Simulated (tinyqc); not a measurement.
Stacked nanosheet transistor, parasitic resistance, capacitance and delay: one step of the calculation.

Ns sheets share one contact on top; each has perimeter p = 2 (Ws + ts) and cross-section A = Ws ts; contact width Wc = Ws + 10 nm, stack height Hs = Ns pv. Sheet 1 is the top one. Contact length Lc = CPP - Lg - 2 Lsp, shared by two neighbouring gates. Source and drain sides are equal. The formulas are first-order estimates, not field solutions.

Question. Capacitances. With N sheets: gate Cg = Cinv p N Lg; per side, plate Cp = ks eps0 [Wc (Hs + Hc) - N A]/Lsp, top fringe Cf = (2/pi) ks eps0 Wc ln(1 + Lg/(2 Lsp)), overlap Co = Cinv p N Lov. Cs = Cp + Cf + Co. An inverter of two such devices driving an equal one has the load CL = 2 (Cg + 2 Cs) + 4 Cs + Cw (its own drains counted twice for the Miller effect).

Values chosen for this exercise; values close to those of silicon logic devices:
```
symbol  value     unit                              meaning
Ns          3                              number of sheets
Ws         50       nm                          sheet width
ts          7       nm                      sheet thickness
pv         12       nm         vertical pitch of the sheets
Lg         16       nm                          gate length
Lsp         5       nm                        spacer length
ks        4.5           relative permittivity of the spacer
Hc         30       nm  gate height above the channel stack
Lov       0.5       nm                         gate overlap
Cinv      2.5  uF/cm^2                inversion capacitance
Cw       0.33       fF                            wire load
```

Constants: eps0 = 8.8541878128e-12 F/m. Results are converted to the units shown.

Give: Cg; Cp; Cf; Co; CL.

Answer.

Cg = 136.8 aF
Cp = 23.19 aF
Cf = 1.454 aF
Co = 4.275 aF
CL = 834.9 aF

The channel capacitance gives 32.8 % of CL, the parasitic parts 27.7 % and the wire 39.5 %.

Numbers from tinyqc (`OMP_NUM_THREADS=1 python tinyqc.py 2170042 2170043 out.jsonl`; about 0.05 s on one thread of a shared Intel Xeon 2.30GHz).
